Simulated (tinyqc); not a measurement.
## Convergence with the mesh in the empty well

In an empty well of width L and depth Vb, level k solves kw L/2 = (k - 1) pi/2 + arctan(sqrt((mw/mb)(Vb - E)/E)) with kw = sqrt(mw E/C), C = hbar^2/(2 m0). Mesh: N intervals across the well, hz = L/N, nodes at (i + 1/2) hz from an edge, mass (mw + mb)/2 on the interval that holds an interface, walls 3 L outside the edges; H_ii = C (1/m_(i-1/2) + 1/m_(i+1/2))/hz^2 + V_i, H_(i,i+1) = -C/(m_(i+1/2) hz^2). No field, no charge.

Values chosen for this exercise; material values close to those of GaAs in AlGaAs: mass along z in the well mw = 0.0667 m0; mass along z in the barriers mb = 0.0937 m0; barrier height Vb = 0.257 eV; well width L = 32 nm.

Constants: q = 1.602176634e-19 C, hbar = 1.054571817e-34 J s, m0 = 9.1093837015e-31 kg, hbar^2/(2 m0) = 0.0380998212 eV nm^2. Results are converted to the units shown.

The same in every row: exact E1 (meV) = 4.4644.

Convergence with the mesh in the empty well:
```
N    E1 on the mesh (meV)  error (%)
4                  2.9066      -34.9
8                  3.7598      -15.8
16                 4.2230      -5.41
32                 4.3963      -1.52
64                 4.4467     -0.394
128                4.4599    -0.0995
```

The error goes from -35 % to -0.10 %; between N = 32 and 64 it shrinks by a factor of 3.9, the 4 of a second-order scheme.

Computed by the program tinyqc: `OMP_NUM_THREADS=1 python tinyqc.py 2140106 2140107 out.jsonl`, one thread of a shared Intel Xeon 2.30GHz, about 0.3 s for the whole run.
